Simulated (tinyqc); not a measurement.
Thickness of the film: ellipsoidal valleys in the axes of a wafer and a channel.

Valleys with axes a along x, y and z, two valleys each; inverse mass tensor w = 1/mt + (1/ml - 1/mt) a a. Device axes: z = nz/|nz|, x = nx/|nx|, y = z cross x; in them a = (ax, ay, az). Confinement mass mz = 1/w_zz. In the plane w_ij is replaced by u_ij = w_ij - w_iz w_jz/w_zz (i, j = x, y); density-of-states mass md = 1/sqrt(det u); conductivity mass along x mc = 1/u_xx; ballistic transport mass mx = u_yy/det u, width mass my = 1/u_yy.

Hard walls: E_n = c (n pi/t)^2/mz, c = hbar^2/2m0, n = 1, 2, 3. Non-degenerate share of a valley proportional to md sum_n exp(-E_n/kT); mean 1/mc = sum of share/mc. 1 nm = 10 angstrom.

Constants: hbar^2/2m0 = 3.80998211 eV angstrom^2; kB = 8.617333262e-05 eV/K.

Inputs chosen for the exercise (near those of the Delta valleys of Si; not measured data):
```
symbol  value      unit  meaning
ml      0.902      m0    longitudinal mass
mt      0.196      m0    transverse mass
nz      (1, 0, 0)        surface normal (confinement)
nx      (0, 1, 1)        channel direction
T       300        K     temperature
```

Share of the lowest ladder and mean conductivity mass.

Results:
```
t (nm)  lowest E1 (meV)  spread of E1 (meV)  share of the lowest ladder  mean mc
2.0               104.2               375.4                       1.000   0.1960
3.0                46.3               166.8                       0.993   0.1965
4.0                26.1                93.9                       0.902   0.2038
5.0                16.7                60.1                       0.732   0.2189
7.0                 8.5                30.6                       0.522   0.2412
14.0                2.1                 7.7                       0.345   0.2636
```

Give the missing row, t (nm) = 10.0.

Computed row:
```
t (nm)  lowest E1 (meV)  spread of E1 (meV)  share of the lowest ladder  mean mc
10.0                4.2                15.0                       0.415   0.2542
```

The spread falls as 1/t^2 and passes kT = 25.9 meV between t = 7 and 10 nm; the share of the lowest ladder goes from 1.000 to 0.345 and the mean mass goes from 0.1960 to 0.2636, against 0.2652 for equal shares, the limit of a thick film (the bulk value 3/(1/ml + 2/mt) is 0.2652). Three subbands a valley become too few once E3 nears kT.

Computed by tinyqc, a small Python program: `OMP_NUM_THREADS=1 python tinyqc.py 1880194 1880195 out.jsonl` (the numbers bound the seed that draws the inputs); one thread of a shared host (Intel(R) Xeon(R) Processor @ 2.30GHz), about 0.01 s for the whole set of steps.
